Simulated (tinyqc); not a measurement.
# Capacitance measurement on a leaky thin oxide: effects of series resistance and leakage: readings against frequency

The device is a capacitance C in parallel with a leakage conductance G, in series with Rs and Ls. An impedance meter reports either a parallel pair (Cp, Gp) from Y = 1/Z = Gp + i w Cp or a series pair (Cs, Rm) from Z = Rm + 1/(i w Cs); w = 2 pi f, dissipation D = Gp/(w |Cp|).

EOT = 3.9 tox/eox; CET = EOT + zc + zp; C = 3.9 eps0 A/CET; G = Jg A/Vs. Z = Rs + i w Ls + 1/(G + i w C); CET read from Cp = 3.9 eps0 A/Cp; errors under 0.001 % are printed as 0.

Inputs (values chosen for the exercise); values of the order met in thin-oxide MOS capacitors: relative permittivity of the gate insulator (close to zirconium oxide) eox = 24.9; insulator thickness tox = 9.6 nm; gate area A = 100 um^2; oxide-equivalent thickness added by the accumulation layer zc = 0.57 nm; oxide-equivalent thickness added by gate depletion zp = 0.39 nm; gate leakage current density, not matched to the thickness Jg = 0.0028 A/cm^2; voltage for an e-fold rise of the leakage Vs = 0.4 V; series resistance Rs = 230 ohm; series inductance Ls = 0 nH.

Constants: eps0 = 8.8541878128e-14 F/cm where lengths are in cm. Results are converted to the units shown.

The same in every row: C (pF) = 1.402.

Result of one run:

| f (Hz) | Cp (pF) | Cs (pF) | D | error of Cp (%) | error of Cs (%) | CET read from Cp (nm) |
|---|---|---|---|---|---|---|
| 3000 | 1.402 | 1.500 | 0.2650 | 0 | 7.02 | 2.464 |

What becomes of these results when the measuring frequency f is changed from 3000 to 10000 Hz, all else the same?

Result of the changed run:

| f (Hz) | Cp (pF) | Cs (pF) | D | error of Cp (%) | error of Cs (%) | CET read from Cp (nm) |
|---|---|---|---|---|---|---|
| 10000 | 1.402 | 1.411 | 0.07950 | 0 | 0.632 | 2.464 |

The whole series:

| f (Hz) | Cp (pF) | Cs (pF) | D | error of Cp (%) | error of Cs (%) | CET read from Cp (nm) |
|---|---|---|---|---|---|---|
| 1000 | 1.402 | 2.287 | 0.7948 | 0 | 63.2 | 2.464 |
| 3000 | 1.402 | 1.500 | 0.2650 | 0 | 7.02 | 2.464 |
| 10000 | 1.402 | 1.411 | 0.07950 | 0 | 0.632 | 2.464 |
| 30000 | 1.402 | 1.403 | 0.02656 | 0 | 0.0702 | 2.464 |
| 1e5 | 1.402 | 1.402 | 0.008151 | 0 | 6.32e-3 | 2.464 |
| 3e5 | 1.402 | 1.402 | 0.003257 | 0 | 0 | 2.464 |
| 1e6 | 1.402 | 1.402 | 0.002820 | 0 | 0 | 2.464 |
| 3e6 | 1.402 | 1.402 | 0.006342 | -4.01e-3 | 0 | 2.464 |
| 1e7 | 1.401 | 1.402 | 0.02034 | -0.0413 | 0 | 2.465 |
| 3e7 | 1.396 | 1.402 | 0.06079 | -0.368 | 0 | 2.473 |

D goes from 0.795 through a minimum of 0.00282 (at f = 1e6 Hz among the rows listed) to 0.0608; without inductance its minimum lies at f = sqrt(G (1 + G Rs)/Rs)/(2 pi C) = 6.26e5 Hz. The error of Cp goes from 0 to -0.368 % and that of Cs from 63.2 to 0 %; at low frequency Cp tends to C/(1 + G Rs)^2 and Cs grows as 1 + (G/(w C))^2. One of the two readings is within 2 % of C for f = 1000, 3000, 10000, 30000, 1e5, 3e5, 1e6, 3e6, 1e7, 3e7 Hz.

Program tinyqc, `OMP_NUM_THREADS=1 python tinyqc.py 2022204 2022205 out.jsonl`; Intel Xeon 2.30GHz, shared host, one thread, about 0.01 s.
